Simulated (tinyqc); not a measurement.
Inside a calculation. Method: Hueckel theory of the pi electrons, for the molecule c1ccc2ccccc2c1 (SMILES; centres numbered as the heavy atoms are written). Computed by tinyqc, a small Python program that keeps every step. Settings: charge = 0. Command: `OMP_NUM_THREADS=1 python tinyqc.py 28007 28008 out.jsonl` (the two numbers bound the seeds that draw the settings). One thread of a shared host (Intel(R) Xeon(R) Processor @ 2.60GHz), about 0.01 s of CPU time with the checks.

## The Hueckel matrix

Centres:
```
centre,"z_r, pi electrons of the neutral centre",h
1C,1,0.000000
2C,1,0.000000
3C,1,0.000000
4C,1,0.000000
5C,1,0.000000
6C,1,0.000000
7C,1,0.000000
8C,1,0.000000
9C,1,0.000000
10C,1,0.000000
```

Bonds:
```
i,j,k
1,2,1
2,3,1
3,4,1
4,5,1
5,6,1
6,7,1
7,8,1
8,9,1
9,10,1
10,1,1
9,4,1
```

H_rr = alpha + h_r beta, H_rs = k_rs beta for bonded centres.

Hueckel matrix in units of beta (H = alpha + beta A), lower triangle:
```
,1C,2C,3C,4C,5C,6C,7C,8C,9C,10C
1C,0.000000
2C,1.000000,0.000000
3C,0.000000,1.000000,0.000000
4C,0.000000,0.000000,1.000000,0.000000
5C,0.000000,0.000000,0.000000,1.000000,0.000000
6C,0.000000,0.000000,0.000000,0.000000,1.000000,0.000000
7C,0.000000,0.000000,0.000000,0.000000,0.000000,1.000000,0.000000
8C,0.000000,0.000000,0.000000,0.000000,0.000000,0.000000,1.000000,0.000000
9C,0.000000,0.000000,0.000000,1.000000,0.000000,0.000000,0.000000,1.000000,0.000000
10C,1.000000,0.000000,0.000000,0.000000,0.000000,0.000000,0.000000,0.000000,1.000000,0.000000
```

## Orbitals

pi electrons, sum of z_r less the charge = 10

Diagonalise; E = alpha + x beta with beta < 0, so the largest x are filled first; degenerate levels share their electrons. P = sum n_i c_ri c_si; each orbital has its largest coefficient positive (the first on a tie).

x values: 2.302776  1.618034  1.302776  1.000000  0.618034  -0.618034  -1.000000  -1.302776  -1.618034  -2.302776

occupations: 2.000000  2.000000  2.000000  2.000000  2.000000  0.000000  0.000000  0.000000  0.000000  0.000000

coefficients:
```
,MO1,MO2,MO3,MO4,MO5,MO6,MO7,MO8,MO9,MO10
1C,0.230701,0.425325,-0.173524,0.408248,-0.262866,-0.262866,0.408248,-0.173524,0.425325,-0.230701
2C,0.230701,0.425325,0.173524,0.408248,0.262866,-0.262866,-0.408248,-0.173524,-0.425325,0.230701
3C,0.300552,0.262866,0.399586,0.000000,0.425325,0.425325,0.000000,0.399586,0.262866,-0.300552
4C,0.461402,0.000000,0.347047,-0.408248,0.000000,0.000000,0.408248,-0.347047,0.000000,0.461402
5C,0.300552,-0.262866,0.399586,0.000000,-0.425325,-0.425325,0.000000,0.399586,-0.262866,-0.300552
6C,0.230701,-0.425325,0.173524,0.408248,-0.262866,0.262866,-0.408248,-0.173524,0.425325,0.230701
7C,0.230701,-0.425325,-0.173524,0.408248,0.262866,0.262866,0.408248,-0.173524,-0.425325,-0.230701
8C,0.300552,-0.262866,-0.399586,0.000000,0.425325,-0.425325,0.000000,0.399586,0.262866,0.300552
9C,0.461402,0.000000,-0.347047,-0.408248,0.000000,0.000000,-0.408248,-0.347047,0.000000,-0.461402
10C,0.300552,0.262866,-0.399586,0.000000,-0.425325,0.425325,0.000000,0.399586,-0.262866,0.300552
```

charge and bond-order matrix P, lower triangle:
```
,1C,2C,3C,4C,5C,6C,7C,8C,9C,10C
1C,1.000000
2C,0.603165,1.000000
3C,0.000000,0.724564,1.000000
4C,-0.240883,0.000000,0.554700,1.000000
5C,0.000000,-0.169863,0.000000,0.554700,1.000000
6C,0.155952,0.000000,-0.169863,0.000000,0.724564,1.000000
7C,0.000000,0.155952,0.000000,-0.240883,0.000000,0.603165,1.000000
8C,-0.169863,0.000000,0.084932,0.000000,-0.362282,0.000000,0.724564,1.000000
9C,0.000000,-0.240883,0.000000,0.518233,0.000000,-0.240883,0.000000,0.554700,1.000000
10C,0.724564,0.000000,-0.362282,0.000000,0.084932,0.000000,-0.169863,0.000000,0.554700,1.000000
```

## Energy, charges, bond orders

E = sum n x; q_r = z_r - P_rr; bond order p = P_rs; free valence = sqrt(3) - sum of p over the bonds of the atom.

pi energy = 10 alpha + this times beta = 13.683239

pi charges: 1C 0.000000, 2C 0.000000, 3C 0.000000, 4C 0.000000, 5C 0.000000, 6C 0.000000, 7C 0.000000, 8C 0.000000, 9C 0.000000, 10C 0.000000

Bond orders and lengths from R = 1.517 - 0.180 p (angstrom, C-C alone):
```
bond,p,R
1-2,0.603165,1.408430
2-3,0.724564,1.386579
3-4,0.554700,1.417154
4-5,0.554700,1.417154
5-6,0.724564,1.386579
6-7,0.603165,1.408430
7-8,0.724564,1.386579
8-9,0.554700,1.417154
9-10,0.554700,1.417154
10-1,0.724564,1.386579
9-4,0.518233,1.423718
```

free valence of the carbons: 1C 0.404322, 2C 0.404322, 3C 0.452787, 4C 0.104417, 5C 0.452787, 6C 0.404322, 7C 0.404322, 8C 0.452787, 9C 0.104417, 10C 0.452787

gap between the highest filled and the next level = 1.236068 |beta|
